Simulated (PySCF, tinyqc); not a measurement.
Worked calculation (part 2 of 2): MP2 on RHF in the 6-31g basis, for H4, spin multiplicity 1. The lowest restricted solution is unstable here: a spin-polarised one lies 0.0055 hartree lower (PySCF). Computed by tinyqc, a small Python program that keeps every step (integrals from PySCF). Command: `OMP_NUM_THREADS=1 python tinyqc.py 23472 23473 out.jsonl` (the two numbers bound the seeds that draw the settings). One thread of a shared host (Intel(R) Xeon(R) Processor @ 2.60GHz), about 0.1 s of CPU time with the checks.

Geometry (angstrom):

| atom | x | y | z |
|---|---|---|---|
| H | 0.0000 | 0.0000 | 0.0000 |
| H | 0.0000 | 0.0000 | 1.0820 |
| H | 0.0000 | 1.4990 | 0.0000 |
| H | 0.0000 | 1.4990 | 1.0820 |

## Integrals over molecular orbitals

coefficients C:
```
          MO1      MO2      MO3      MO4      MO5      MO6      MO7      MO8
1H 1s  0.1910   0.2118   0.1342   0.1362  -0.6239   0.6655  -0.6842  -0.6845
1H 2s  0.1950   0.3487   0.6276   1.1467   0.6944  -0.4423   0.7343   1.1753
2H 1s  0.1910   0.2118  -0.1342  -0.1362  -0.6239   0.6655   0.6842   0.6845
2H 2s  0.1950   0.3487  -0.6276  -1.1467   0.6944  -0.4423  -0.7343  -1.1753
3H 1s  0.1910  -0.2118   0.1342  -0.1362   0.6239   0.6655  -0.6842   0.6845
3H 2s  0.1950  -0.3487   0.6276  -1.1467  -0.6944  -0.4423   0.7343  -1.1753
4H 1s  0.1910  -0.2118  -0.1342   0.1362   0.6239   0.6655   0.6842  -0.6845
4H 2s  0.1950  -0.3487  -0.6276   1.1467  -0.6944  -0.4423  -0.7343   1.1753
```

core Hamiltonian H = T + V (hartree), lower triangle:
```
         1H 1s    1H 2s    2H 1s    2H 2s    3H 1s    3H 2s    4H 1s    4H 2s
1H 1s  -1.3855
1H 2s  -1.2225  -1.4686
2H 1s  -0.5223  -0.7834  -1.3855
2H 2s  -0.7834  -1.1545  -1.2225  -1.4686
3H 1s  -0.1687  -0.4917  -0.0545  -0.3121  -1.3855
3H 2s  -0.4917  -0.8803  -0.3121  -0.6873  -1.2225  -1.4686
4H 1s  -0.0545  -0.3121  -0.1687  -0.4917  -0.5223  -0.7834  -1.3855
4H 2s  -0.3121  -0.6873  -0.4917  -0.8803  -0.7834  -1.1545  -1.2225  -1.4686
```

Given earlier and not repeated: Two-electron integrals (ij|kl) in chemists' order.

(pq|rs) = sum C_ip C_jq C_kr C_ls (ij|kl), one index at a time.

one-electron integrals over orbitals h = C^T H C (hartree), lower triangle:
```
         1        2        3        4        5        6        7        8
1  -1.7852
2   0.0000  -1.5254
3   0.0000   0.0000  -1.2864
4   0.0000   0.0000   0.0000  -1.0166
5   0.0000   0.2070   0.0000   0.0000  -0.4925
6  -0.1466   0.0000   0.0000   0.0000   0.0000  -0.4381
7   0.0000   0.0000   0.2433   0.0000   0.0000   0.0000  -0.4371
8   0.0000   0.0000   0.0000   0.2752   0.0000   0.0000   0.0000  -0.4028
```

Two-electron integrals over orbitals (pq|rs), unique and non-zero (hartree):
```
(11|11) 0.4471    (21|21) 0.1342    (22|11) 0.4227    (22|22) 0.4159
(31|31) 0.0830    (32|32) 0.0457    (33|11) 0.3784    (33|22) 0.3589
(33|33) 0.3555    (41|32) 0.0447    (41|41) 0.0439    (42|31) 0.0729
(42|42) 0.0723    (43|21) 0.0935    (43|43) 0.0829    (44|11) 0.3486
(44|22) 0.3447    (44|33) 0.3269    (44|44) 0.3193    (51|21) -0.0483
(51|43) -0.0253   (51|51) 0.0417    (52|11) -0.0891   (52|22) -0.0771
(52|33) -0.0588   (52|44) -0.0442   (52|52) 0.0573    (53|32) -0.0136
(53|41) -0.0128   (53|53) 0.0200    (54|31) -0.0110   (54|42) -0.0060
(54|54) 0.0251    (55|11) 0.3810    (55|22) 0.3750    (55|33) 0.3301
(55|44) 0.3190    (55|52) -0.0660   (55|55) 0.3543    (61|11) 0.0667
(61|22) 0.0679    (61|33) 0.0399    (61|44) 0.0384    (61|52) -0.0449
(61|55) 0.0593    (61|61) 0.0442    (62|21) 0.0559    (62|43) 0.0306
(62|51) -0.0426   (62|62) 0.0466    (63|31) 0.0032    (63|42) 0.0059
(63|54) -0.0210   (63|63) 0.0247    (64|32) 0.0138    (64|41) 0.0131
(64|53) -0.0197   (64|64) 0.0207    (65|21) -0.1148   (65|43) -0.0831
(65|51) 0.0439    (65|62) -0.0510   (65|65) 0.1106    (66|11) 0.3988
(66|22) 0.3851    (66|33) 0.3471    (66|44) 0.3259    (66|52) -0.0771
(66|55) 0.3596    (66|61) 0.0607    (66|66) 0.3776    (71|31) -0.0441
(71|42) -0.0421   (71|54) 0.0271    (71|63) -0.0272   (71|71) 0.0514
(72|32) -0.0378   (72|41) -0.0365   (72|53) 0.0278    (72|64) -0.0291
(72|72) 0.0517    (73|11) -0.0827   (73|22) -0.0799   (73|33) -0.0474
(73|44) -0.0443   (73|52) 0.0450    (73|55) -0.0692   (73|61) -0.0420
(73|66) -0.0710   (73|73) 0.0491    (74|21) -0.0524   (74|43) -0.0278
(74|51) 0.0362    (74|62) -0.0399   (74|65) 0.0469    (74|74) 0.0388
(75|32) 0.0508    (75|41) 0.0494    (75|53) -0.0260   (75|64) 0.0262
(75|72) -0.0560   (75|75) 0.0729    (76|31) -0.0841   (76|42) -0.0786
(76|54) 0.0222    (76|63) -0.0171   (76|71) 0.0616    (76|76) 0.1076
(77|11) 0.4207    (77|22) 0.4063    (77|33) 0.3677    (77|44) 0.3437
(77|52) -0.0966   (77|55) 0.3784    (77|61) 0.0794    (77|66) 0.3968
(77|73) -0.0849   (77|77) 0.4307    (81|32) -0.0370   (81|41) -0.0356
(81|53) 0.0281    (81|64) -0.0282   (81|72) 0.0502    (81|75) -0.0550
(81|81) 0.0497    (82|31) -0.0507   (82|42) -0.0458   (82|54) 0.0303
(82|63) -0.0267   (82|71) 0.0541    (82|76) 0.0690    (82|82) 0.0591
(83|21) -0.0539   (83|43) -0.0297   (83|51) 0.0382    (83|62) -0.0405
(83|65) 0.0484    (83|74) 0.0390    (83|83) 0.0404    (84|11) -0.0930
(84|22) -0.0854   (84|33) -0.0608   (84|44) -0.0483   (84|52) 0.0505
(84|55) -0.0723   (84|61) -0.0419   (84|66) -0.0808   (84|73) 0.0477
(84|77) -0.0962   (84|84) 0.0527    (85|31) 0.0797    (85|42) 0.0764
(85|54) -0.0205   (85|63) 0.0194    (85|71) -0.0616   (85|76) -0.1020
(85|82) -0.0664   (85|85) 0.1004    (86|32) -0.0537   (86|41) -0.0523
(86|53) 0.0270    (86|64) -0.0279   (86|72) 0.0593    (86|75) -0.0768
(86|81) 0.0577    (86|86) 0.0812    (87|21) 0.1367    (87|43) 0.0989
(87|51) -0.0650   (87|62) 0.0730    (87|65) -0.1307   (87|74) -0.0644
(87|83) -0.0670   (87|87) 0.1652    (88|11) 0.4202    (88|22) 0.4078
(88|33) 0.3629    (88|44) 0.3442    (88|52) -0.0968   (88|55) 0.3817
(88|61) 0.0826    (88|66) 0.3954    (88|73) -0.0898   (88|77) 0.4291
(88|84) -0.0965   (88|88) 0.4318
```

## Second-order Moller-Plesset energy

orbital energies (hartree): MO1 -0.6269, MO2 -0.3983, MO3 0.0595, MO4 0.2539, MO5 0.9205, MO6 1.0388, MO7 1.1138, MO8 1.1443

Hartree-Fock energy = -2.079113 hartree

E2 = sum_ijab (ia|jb) [2 (ia|jb) - (ib|ja)] / (e_i + e_j - e_a - e_b) over occupied i, j and virtual a, b; the opposite-spin part is (ia|jb)^2 / denominator, the rest is same-spin, and SCS-MP2 scales them by 6/5 and 1/3.

Terms:

| i | j | a | b | (ia\|jb) | (ib\|ja) | denominator | term |
|---|---|---|---|---|---|---|---|
| 1 | 2 | 3 | 4 | 0.0729 | 0.0447 | -1.3386 | -0.0055 |
| 2 | 1 | 4 | 3 | 0.0729 | 0.0447 | -1.3386 | -0.0055 |
| 1 | 1 | 3 | 3 | 0.0830 | 0.0830 | -1.3729 | -0.0050 |
| 2 | 2 | 4 | 4 | 0.0723 | 0.0723 | -1.3043 | -0.0040 |
| 2 | 2 | 3 | 3 | 0.0457 | 0.0457 | -0.9157 | -0.0023 |
| 2 | 1 | 8 | 3 | -0.0507 | -0.0370 | -2.2291 | -0.0015 |
| 1 | 2 | 3 | 8 | -0.0507 | -0.0370 | -2.2291 | -0.0015 |
| 2 | 2 | 5 | 5 | 0.0573 | 0.0573 | -2.6377 | -0.0012 |
| 2 | 2 | 8 | 8 | 0.0591 | 0.0591 | -3.0853 | -0.0011 |
| 1 | 1 | 4 | 4 | 0.0439 | 0.0439 | -1.7615 | -0.0011 |
| 1 | 2 | 7 | 8 | 0.0541 | 0.0502 | -3.2834 | -0.0010 |
| 2 | 1 | 8 | 7 | 0.0541 | 0.0502 | -3.2834 | -0.0010 |
| 2 | 2 | 8 | 4 | -0.0458 | -0.0458 | -2.1948 | -0.0010 |
| 2 | 2 | 4 | 8 | -0.0458 | -0.0458 | -2.1948 | -0.0010 |
| 2 | 2 | 7 | 7 | 0.0517 | 0.0517 | -3.0243 | -0.0009 |
| 2 | 1 | 4 | 7 | -0.0421 | -0.0365 | -2.3929 | -0.0008 |
| 1 | 2 | 7 | 4 | -0.0421 | -0.0365 | -2.3929 | -0.0008 |
| 1 | 1 | 3 | 7 | -0.0441 | -0.0441 | -2.4272 | -0.0008 |
| 1 | 1 | 7 | 3 | -0.0441 | -0.0441 | -2.4272 | -0.0008 |
| 1 | 1 | 7 | 7 | 0.0514 | 0.0514 | -3.4815 | -0.0008 |
| 2 | 2 | 6 | 6 | 0.0466 | 0.0466 | -2.8742 | -0.0008 |
| 2 | 2 | 3 | 7 | -0.0378 | -0.0378 | -1.9700 | -0.0007 |
| 2 | 2 | 7 | 3 | -0.0378 | -0.0378 | -1.9700 | -0.0007 |
| 2 | 1 | 5 | 6 | -0.0449 | -0.0426 | -2.9845 | -0.0007 |
| 1 | 2 | 6 | 5 | -0.0449 | -0.0426 | -2.9845 | -0.0007 |
| 2 | 1 | 7 | 8 | 0.0502 | 0.0541 | -3.2834 | -0.0007 |
| 1 | 2 | 8 | 7 | 0.0502 | 0.0541 | -3.2834 | -0.0007 |
| 1 | 1 | 8 | 8 | 0.0497 | 0.0497 | -3.5425 | -0.0007 |
| 1 | 1 | 6 | 6 | 0.0442 | 0.0442 | -3.3314 | -0.0006 |
| 2 | 1 | 6 | 5 | -0.0426 | -0.0449 | -2.9845 | -0.0006 |
| 1 | 2 | 5 | 6 | -0.0426 | -0.0449 | -2.9845 | -0.0006 |
| 1 | 1 | 5 | 5 | 0.0417 | 0.0417 | -3.0949 | -0.0006 |
| 2 | 1 | 3 | 4 | 0.0447 | 0.0729 | -1.3386 | -0.0006 |
| 1 | 2 | 4 | 3 | 0.0447 | 0.0729 | -1.3386 | -0.0006 |
| 1 | 1 | 8 | 4 | -0.0356 | -0.0356 | -2.6520 | -4.79e-04 |
| 1 | 1 | 4 | 8 | -0.0356 | -0.0356 | -2.6520 | -4.79e-04 |
| 1 | 2 | 4 | 7 | -0.0365 | -0.0421 | -2.3929 | -4.73e-04 |
| 2 | 1 | 7 | 4 | -0.0365 | -0.0421 | -2.3929 | -4.73e-04 |
| 1 | 2 | 8 | 3 | -0.0370 | -0.0507 | -2.2291 | -3.87e-04 |
| 2 | 1 | 3 | 8 | -0.0370 | -0.0507 | -2.2291 | -3.87e-04 |

Pair energies (hartree; pair i-j sums ij and ji):

| pair | opposite spin | same spin |
|---|---|---|
| 1-1 | -0.0113 | 0 |
| 2-1 | -0.0229 | -0.0014 |
| 2-2 | -0.0137 | 0 |

MP2 correlation energy = -0.049253 hartree

SCS-MP2 correlation energy = -0.057901 hartree

MP2 total energy = -2.128366 hartree
